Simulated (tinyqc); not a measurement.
Transmission around the level: tunnelling through a thin dielectric with one trap, as a tight-binding chain.

Hopping -t everywhere, t = c/(m a^2), c = hbar^2/2m0; lead sites at 2t (band bottom 0), barrier sites 1 to N at 2t + phi, and site j has U besides. No voltage. Leads give S = -t exp(ika) on sites 1 and N, cos(ka) = 1 - E/(2t). T = (2 t sin(ka))^2 |G_1N|^2, G = (E - H - S)^-1. In the barrier cosh(q a) = 1 + (phi - E)/(2t).

Resonance: the lowest eigenvalue of H + S(E), iterated until its real part equals E (40 rounds from Eb = phi + 2t - sqrt(4t^2 + U^2), the level in an endless barrier). With v the normalised squared amplitudes of that state, Gamma_L = 2 t sin(ka) v_1, Gamma_R = 2 t sin(ka) v_N; Breit-Wigner T = Gamma_L Gamma_R/((E - Er)^2 + (Gamma_L + Gamma_R)^2/4).

Constants: hbar^2/2m0 = 3.80998211 eV angstrom^2.

Values chosen for the exercise (barrier and mass of the size used for Al2O3 on silicon; the results hold for these values, not for the real material): a = 2 angstrom (site spacing); m = 0.32 m0 (mass, the same in leads and barrier); phi = 2.02 eV (conduction edge of the barrier above that of the leads); N = 9 (barrier sites); j = 5 (site of the trap); U = -4.1 eV (extra energy on the trap site).

Er = 0.74172 eV

widths (meV): left 13.882, right 13.882

Energies Er + x (Gamma_L + Gamma_R).

T:

| x | E (eV) | chain | Breit-Wigner | no trap |
|---|---|---|---|---|
| -8.0 | 0.5196 | 0.00168 | 0.00389 | 1.20e-05 |
| -3.0 | 0.6584 | 0.0202 | 0.0270 | 2.38e-05 |
| -1.0 | 0.7140 | 0.184 | 0.200 | 3.12e-05 |
| -0.5 | 0.7278 | 0.481 | 0.500 | 3.33e-05 |
| 0.0 | 0.7417 | 0.999 | 1.00 | 3.56e-05 |
| 0.5 | 0.7556 | 0.530 | 0.500 | 3.80e-05 |
| 1.0 | 0.7695 | 0.224 | 0.200 | 4.06e-05 |
| 3.0 | 0.8250 | 0.0372 | 0.0270 | 5.29e-05 |
| 8.0 | 0.9638 | 0.00877 | 0.00389 | 0.000103 |

What does the comparison show, and why?

At Er the chain gives 0.999, 2.81e+04 times the value without trap, and Breit-Wigner 1.00. In the wings the single pole gives 2.32 times the chain value at x = -8 and 0.444 times at x = 8, because the widths and the level shift change with energy.

Program tinyqc; command `OMP_NUM_THREADS=1 python tinyqc.py 1451522 1451523 out.jsonl`; about 0.07 s on one thread of a shared Intel(R) Xeon(R) Processor @ 2.30GHz.
